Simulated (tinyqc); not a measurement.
Three descriptions against temperature: one anharmonic mode: perturbation theory, self-consistent phonons and exact levels. Computed by tinyqc, a small Python program. Command: `OMP_NUM_THREADS=1 python tinyqc.py 3012899 3012900 out.jsonl scp walk`. One thread of a shared host (Intel(R) Xeon(R) Processor @ 2.30GHz), about 0.04 s of CPU time with the checks.

V(x) = k x^2/2 + b x^4 for one coordinate x of mass M. A constant K > 0 gives hbar Omega = sqrt((hbar^2/u) K/M) with K in eV/angstrom^2 and M in u.

Inputs (values chosen for the exercise, for a model mode): mode mass M = 58.3 u; harmonic constant k = -15.9 eV/angstrom^2; quartic constant b = 714 eV/angstrom^4.

Shape: double well.

Constants: hbar^2/u = 4.18015928e-03 eV angstrom^2; k_B = 8.617333262e-05 eV/K.

Method:
- Self-consistent phonon, centred at x = 0: K = k + 12 b <x^2>, <x^2> = (hbar Omega/(2K)) coth(hbar Omega/(2 k_B T)).
- Its free energy is F = k_B T ln[2 sinh(hbar Omega/(2 k_B T))] + (k - K)<x^2>/2 + 3 b <x^2>^2, an upper bound to the exact one.
- Basis: oscillator states n of the constant |k|, with x = s (a + a+), s^2 = hbar Omega/(2|k|); H = hbar Omega (n + 1/2) + (k - |k|) x^2/2 + b x^4, with exact matrix elements of x^2 and x^4.
- Exact values use 120 basis states: F = -k_B T ln sum exp(-E_n/(k_B T)), and <x^2> is the Boltzmann mean.
- The classical <x^2> is int x^2 exp(-V/(k_B T)) dx / int exp(-V/(k_B T)) dx (2001 points over six exact widths each way).

Results; columns: (1) T (K); (2) hbar Omega, self-consistent (meV); (3) <x^2>, self-consistent; (4) <x^2>, exact; (5) F, self-consistent (meV); (6) F, exact (meV); (7) <x^2>, classical:
```
(1)      (2)        (3)        (4)      (5)      (6)        (7)
20    15.838  0.0022641  0.0033112  -3.0610  -5.9320  0.0054511
47    16.259  0.0022861  0.0034949  -3.1385  -6.3098  0.0052520
98    18.551  0.0024159  0.0038435  -4.2220  -8.4100  0.0048762
180   22.097  0.0026505  0.0041424  -8.2692  -13.654  0.0046410
310   26.326  0.0029839  0.0044597  -18.390  -25.028  0.0046815
550   31.749  0.0034965  0.0049479  -44.294  -52.694  0.0050333
940   37.672  0.0041659  0.0056324  -98.458  -109.34  0.0056652
1600  44.382  0.0050621  0.0066012  -210.58  -225.32  0.0066131
```

The self-consistent quantum hardens from 15.84 to 44.38 meV, since a wider spread samples the steep quartic walls, and it is real at all T although k is negative. Its <x^2> misses by -31.6 % at the lowest T and -23.3 % at the highest; the excess in F runs from 2.871 to 14.734 meV. One Gaussian centred at zero cannot describe a density with two peaks, so it is poorest at low T. The classical value is 1.65 of the exact one at the lowest T and 1.002 at the highest.

Extremes, crossings and ranges named in words are read from the listed rows.
